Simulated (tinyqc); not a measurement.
Raman shift of the zone-centre optical phonon of a diamond-structure crystal under stress: one step, computed by the program tinyqc.

Axes x, y, z are the cube axes. Strain shifts the threefold optical mode and can split it; p, q and r are the phonon deformation potentials.

Question. Stress and strain tensors. Hydrostatic stress: sigma_ij = sigma delta_ij. eps_xx = S11 sigma_xx + S12 (sigma_yy + sigma_zz), and cyclic; eps_xy = S44 sigma_xy/2 (tensor strain).

Inputs (values chosen for the exercise, for a model crystal): stress sigma (tension positive) = -0.13 GPa.

Stress state: hydrostatic. Axis: none.

S44 = 28.08989 1/TPa

S11 = 12.79855 1/TPa

S12 = -3.150413 1/TPa

Give: stress; strain; volume strain.

Answer.

stress (GPa):
```
       x      y      z
x  -0.13   0.00   0.00
y   0.00  -0.13   0.00
z   0.00   0.00  -0.13
```

strain (per mille):
```
         x        y        z
x  -0.8447   0.0000   0.0000
y   0.0000  -0.8447   0.0000
z   0.0000   0.0000  -0.8447
```

volume strain = -2.534 per mille
